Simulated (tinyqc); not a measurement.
Trap density from two Hall measurements.

Inverse problem. p-type body, charge-sheet picture, full ionisation (an idealisation for deep acceptors), Boltzmann statistics for free electrons. e = Ec - EF at the surface. psi = Eg - Vt ln(Nv/Na) - e; N_dep = sqrt(2 eps0 eps_r Na (psi - Vt)/q); n_f = sqrt(N_dep^2 + 2 eps0 eps_r Vt Nc exp(-e/Vt)/q) - N_dep; Vg = Vfb + psi + q (N_dep + n_t + n_f)/Cox, Cox = eps0 eox/tox. Find e and n_t at both points and the mean trap density between them.

Values chosen for this exercise; band and dielectric values close to those of 4H silicon carbide: temperature T = 475 K; band gap Eg = 3.32 eV; relative permittivity eps_r = 9.78; conduction-band density of states at T Nc = 3.43e19 cm^-3; valence-band density of states at T Nv = 5e19 cm^-3; relative permittivity of the insulator eox = 3.9; insulator thickness tox = 30 nm; acceptor density Na = 8.8e15 cm^-3; flat-band voltage without trapped charge Vfb = -2.46 V.

Constants: q = 1.602176634e-19 C, kB = 1.380649e-23 J/K, Vt = kB T/q, eps0 = 8.8541878128e-14 F/cm where lengths are in cm. Results are converted to the units shown.

Vg (V): [0.97447521, 1.1310897]
free sheet density from the Hall effect (cm^-2): [1.1669459e10, 5.8055429e10]

Solution. Each n_f fixes e; what the gate voltage holds beyond psi, N_dep and n_f is trapped; the difference quotient is the density, smeared over a few Vt.

e (eV): [0.293, 0.225]
n_t (cm^-2): [3.49e10, 4.58e10]
mean trap density = 1.60e11 cm^-2 eV^-1

tinyqc, about 0.02 s, one thread, Intel Xeon 2.30GHz (shared host): `OMP_NUM_THREADS=1 python tinyqc.py 2222042 2222043 out.jsonl`
